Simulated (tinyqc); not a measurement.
Comparisons within one model: Kane-Mele model of a buckled honeycomb layer in a normal field. A value that a table varies takes the place of the one given here.

Sublattices A and B lie at +/-b, so the field gives them the energies +/-D, D = e b Ez (in eV for b in angstrom and Ez in V/angstrom); 2 lam is the gap at zero field. Near the valleys tau = +/-1, for spin sz = +/-1: H = hbar v (tau qx sx + qy sy) + m sz_AB with m = D - tau sz lam, hbar v = (sqrt3/2) a t. On the lattice the spin-orbit term is the second-neighbour hopping i (lam/3 sqrt3) nu sz, nu = +/-1 by the sense of the turn. The filled band of one cone contributes tau sign(m)/2 to the Chern number, in the sense Omega = curl of i<u|grad u>. Rashba terms are left out.

Zigzag ribbon of N chains, sites A1, B1, A2, ...; k in 1/a. Bonds -2t cos(k/2) (A_n to B_n) and -t (B_n to A_(n+1)); diagonal +/-(D + 2 l2 sz sin k) on A and B; A_n to A_(n+1): -2 l2 sz sin(k/2), B_n to B_(n+1): the opposite; l2 = lam/(3 sqrt3).

Constants: kB = 8.617333262e-05 eV/K; hbar^2/2m0 = 3.80998211 eV angstrom^2.

Inputs chosen for the exercise:

| symbol | value | unit | meaning |
|---|---|---|---|
| a | 2.95 | angstrom | lattice constant |
| t | 1.06 | eV | hopping |
| lam | 0.18 | eV | spin-orbit half gap |
| b | 0.3 | angstrom | half the buckling height |
| Ez | 1.1 | V/angstrom | normal field at the atoms, after screening; 0.01 is 1 MV/cm, and gates reach some 0.05 |
| N | 24 |  | chains |

## Edge bands of a zigzag ribbon

The two middle levels for each spin, and the weight of the upper one on the half of the ribbon that holds A1.

Middle levels (meV):

| k/pi | up, lower | up, upper | up, weight | down, lower | down, upper | down, weight |
|---|---|---|---|---|---|---|
| 0.6 | -552.436 | 552.436 | 0.67 | -269.662 | 269.662 | 0.57 |
| 0.7 | -494.847 | 494.847 | 0.98 | -162.751 | 162.751 | 0.91 |
| 0.8 | -448.714 | 448.714 | 1.00 | -206.243 | 206.243 | 1.00 |
| 0.9 | -390.983 | 390.983 | 1.00 | -263.584 | 263.584 | 1.00 |
| 1.0 | -327.216 | 327.216 | 1.00 | -327.216 | 327.216 | 1.00 |
| 1.1 | -263.584 | 263.584 | 1.00 | -390.983 | 390.983 | 1.00 |
| 1.2 | -206.243 | 206.243 | 1.00 | -448.714 | 448.714 | 1.00 |
| 1.3 | -162.751 | 162.751 | 0.91 | -494.847 | 494.847 | 0.98 |
| 1.4 | -269.662 | 269.662 | 0.57 | -552.436 | 552.436 | 0.67 |

From k/pi = 0.8 to 1.2 the upper level stays on one edge and the spacing of the pair is at least 412.49 meV. D > lam, so the edge bands need not cross: each leaves and rejoins the same bulk band. At k = pi the levels are -327.216 and 327.216 meV, with D = 330.000 meV and lam = 180 meV.

## Closing and reopening the gap

Ez = f lam/b. Gap 2 |D - lam|, second gap 2 (D + lam), Z2 index, and the temperature at which kB T equals the gap.

Against field:

| f | Ez (V/angstrom) | gap (meV) | second gap (meV) | Z2 | gap/kB (K) |
|---|---|---|---|---|---|
| 0.00 | 0 | 360.000 | 360.000 | 1 | 4177.6 |
| 0.25 | 0.150 | 270.000 | 450.000 | 1 | 3133.2 |
| 0.50 | 0.300 | 180.000 | 540.000 | 1 | 2088.8 |
| 0.75 | 0.450 | 90.000 | 630.000 | 1 | 1044.4 |
| 0.90 | 0.540 | 36.000 | 684.000 | 1 | 417.8 |
| 1.10 | 0.660 | 36.000 | 756.000 | 0 | 417.8 |
| 1.50 | 0.900 | 180.000 | 900.000 | 0 | 2088.8 |
| 2.00 | 1.20 | 360.000 | 1080.000 | 0 | 4177.6 |
| 3.00 | 1.80 | 720.000 | 1440.000 | 0 | 8355.3 |

The gap closes at Ez = 0.6 V/angstrom, 60 MV/cm at the atoms (the applied field must be larger by the screening), and is back at its zero-field size at twice that. At zero field it is 360.0 meV, above kB T at 300 K (25.9 meV).

## What each parameter does

Smaller and larger gap, hbar v, and the mass 2c|m|/(hbar v)^2 at the smaller gap, c = hbar^2/2m0. Each row changes one parameter from the base and keeps the others.

Results:

| case | smaller gap (meV) | larger gap (meV) | hbar v (eV angstrom) | mass (m0) |
|---|---|---|---|---|
| base | 300.000 | 1020.000 | 2.7081 | 0.15586 |
| a = 3.245 angstrom | 300.000 | 1020.000 | 2.9789 | 0.12881 |
| t = 1.166 eV | 300.000 | 1020.000 | 2.9789 | 0.12881 |
| lam = 0.198 eV | 264.000 | 1056.000 | 2.7081 | 0.13715 |
| Ez = 1.21 V/angstrom | 366.000 | 1086.000 | 2.7081 | 0.19015 |

The largest shifts from the base row, up to three for each result and ties (the steps differ in size, so this ranks the rows, not the parameters). smaller gap (meV): Ez +66.000, lam -36.000; unchanged at the printed digits by a and t. larger gap (meV): Ez +66.000, lam +36.000; unchanged at the printed digits by a and t. hbar v (eV angstrom): a +0.2708, t +0.2708; unchanged at the printed digits by lam and Ez. mass (m0): Ez +0.03429, a -0.02705, t -0.02705.

Program tinyqc; command `OMP_NUM_THREADS=1 python tinyqc.py 1451881 1451882 out.jsonl`; about 0.01 s on one thread of a shared Intel(R) Xeon(R) Processor @ 2.30GHz.
